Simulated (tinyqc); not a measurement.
## Gain factor and gap resistance from two string resistances

Question. At small bit-line voltage each of the 48 cells has the resistance 1/(K x) at overdrive x (no mobility reduction) in series with a gap resistance Rg. Find K, Rg and the share of the gaps at the higher overdrive.

resistance of a string of 48 equal cells at overdrives of 4.2 and 7.3 V (kohm): 878.72653  532.06732

Solution. The resistance per cell is a straight line in 1/x with slope 1/K and intercept Rg.

K = 14.0 uA/V^2
Rg = 1.30 kohm
share of the gaps = 11.7 %

Computed by the program tinyqc: `OMP_NUM_THREADS=1 python tinyqc.py 2142253 2142254 out.jsonl`, one thread of a shared Intel Xeon 2.30GHz, about 0.4 s for the whole run.
